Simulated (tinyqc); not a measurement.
What the s* orbital does: sp3s* tight binding.

sp3s* tight binding, nearest neighbours only: anion (a) at 0, cation (c) at a/4 (1,1,1), orbitals s, px, py, pz, s* on each; k in units of 2 pi/a. With phases e_j = exp(i (pi/2) k.n_j) for n = (1,1,1), (1,-1,-1), (-1,1,-1), (-1,-1,1): g0 = (e1+e2+e3+e4)/4, g1 = (e1+e2-e3-e4)/4, g2 = (e1-e2+e3-e4)/4, g3 = (e1-e2-e3+e4)/4. The diagonal holds the levels Esa, Epa, Exa (s*) and Esc, Epc, Exc. Anion-cation block: <sa|sc> = Vss g0; <sa|xc> = Vsapc g1; <xa|sc> = -Vscpa g1; <xa|xc> = Vxx g0; <xa|yc> = <ya|xc> = Vxy g3, <xa|zc> = <za|xc> = Vxy g2, <ya|zc> = <za|yc> = Vxy g1; <s*a|xc> = Vxapc g1; <xa|s*c> = -Vpaxc g1; y and z take g2 and g3 in place of g1; s-s* and s*-s* vanish.

Parameters, chosen for this exercise (near a published set for Si, fitted to gaps, whose masses and valley positions are rough; shifted at random, so the results belong to these values and not to a real crystal):
```
symbol  value   unit  meaning
Esa     -4.253  eV    s level of the anion
Epa     1.731   eV    p level of the anion
Esc     -4.253  eV    s level of the cation
Epc     1.731   eV    p level of the cation
Exa     6.588   eV    s* level of the anion
Exc     6.588   eV    s* level of the cation
Vss     -8.357  eV    s-s
Vxx     1.733   eV    px-px
Vxy     4.542   eV    px-py
Vsapc   5.645   eV    s anion, p cation
Vscpa   5.645   eV    s cation, p anion
Vxapc   5.397   eV    s* anion, p cation
Vpaxc   5.397   eV    p anion, s* cation
```

The s* couplings Vxapc and Vpaxc are scaled by f; f = 0 is the plain sp3 model. Gaps from the top of the valence band at Gamma; the Delta value is the minimum on (x,0,0), 0.5 <= x <= 1.

Gaps (eV):
```
f      Gamma   Delta       L  x of the minimum
0.00  3.4660  4.0775  3.9698             0.500
0.25  3.4660  3.7779  3.7783             0.500
0.50  3.4660  3.0912  3.3514             0.594
0.75  3.4660  2.1080  2.8714             0.712
0.90  3.4660  1.4884  2.5937             0.733
1.00  3.4660  1.0761  2.4007             0.740
1.10  3.4660  0.6673  1.9762             0.743
```

The gap at Gamma stays, since g1 to g3 vanish there. From f = 0 to 1 the s* levels lower the Delta value by 3.001 eV and L by 1.569 eV. For f = 0 and 0.25 the least value lies at x = 0.5, the end of the range: any valley further out lies above that value until s* has lowered it enough. The lowest of the three is Gamma at f = 0 and the Delta line at f = 1.

Computed by tinyqc, a small Python program: `OMP_NUM_THREADS=1 python tinyqc.py 1451749 1451750 out.jsonl` (the numbers bound the seed that draws the inputs); one thread of a shared host (Intel(R) Xeon(R) Processor @ 2.30GHz), about 0.07 s for the whole set of steps.
